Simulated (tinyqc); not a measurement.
MOS inversion layer, Poisson-Schroedinger loop: one step of the calculation.

Electrons confined at an insulator interface at z = 0, treated as a hard wall; parabolic valleys, Hartree approximation, no image or exchange terms. The depletion charge lies far deeper than the electrons and gives a uniform field q Nd/(eps0 eps_r); the gate balances all charge. Energies are counted from the band edge at the interface.

Question. Levels and probability densities. Tridiagonal Hamiltonian with psi = 0 one step beyond both ends: H_ii = C (1/m_(i-1/2) + 1/m_(i+1/2))/hz^2 + V0_i + U_i, H_(i,i+1) = -C/(m_(i+1/2) hz^2), C = hbar^2/(2 m0). The lowest 2 level(s) are kept, normalised to hz sum |psi|^2 = 1. The mass is the same on all intervals.

Values chosen for this exercise: mass along z of valley set A (1 valley(s)) mz1 = 0.0406 m0; mesh step hz = 3 nm.

Constants: q = 1.602176634e-19 C, hbar = 1.054571817e-34 J s, m0 = 9.1093837015e-31 kg, hbar^2/(2 m0) = 0.0380998212 eV nm^2. Results are converted to the units shown.

| node | fixed potential V0 (eV) | self-consistent potential U at the start (eV) |
|---|---|---|
| 1 | 0.00742030 | 0 |
| 2 | 0.01484061 | 0 |
| 3 | 0.02226091 | 0 |
| 4 | 0.02968122 | 0 |
| 5 | 0.03710152 | 0 |
| 6 | 0.04452183 | 0 |
| 7 | 0.05194213 | 0 |
| 8 | 0.05936243 | 0 |
| 9 | 0.06678274 | 0 |
| 10 | 0.07420304 | 0 |
| 11 | 0.08162335 | 0 |
| 12 | 0.08904365 | 0 |
| 13 | 0.09646396 | 0 |
| 14 | 0.10388426 | 0 |

Wanted: levels; |psi|^2 of A1; |psi|^2 of A2.

Answer.

levels (eV): A1 0.04159, A2 0.07238

| node | \|psi\|^2 of A1 (1/nm) | \|psi\|^2 of A2 (1/nm) |
|---|---|---|
| 1 | 0.02212 | 0.02110 |
| 2 | 0.06188 | 0.04002 |
| 3 | 0.08120 | 0.02086 |
| 4 | 0.07201 | 0.00038 |
| 5 | 0.04888 | 0.01290 |
| 6 | 0.02701 | 0.04332 |
| 7 | 0.01259 | 0.06104 |
| 8 | 0.00507 | 0.05645 |
| 9 | 0.00180 | 0.03938 |
| 10 | 0.00057 | 0.02210 |
| 11 | 0.00016 | 0.01030 |
| 12 | 0.00004 | 0.00401 |
| 13 | 0.00001 | 0.00124 |
| 14 | 0.00000 | 0.00023 |

Numbers from tinyqc (`OMP_NUM_THREADS=1 python tinyqc.py 2160065 2160066 out.jsonl`; about 0.4 s on one thread of a shared Intel Xeon 2.30GHz).
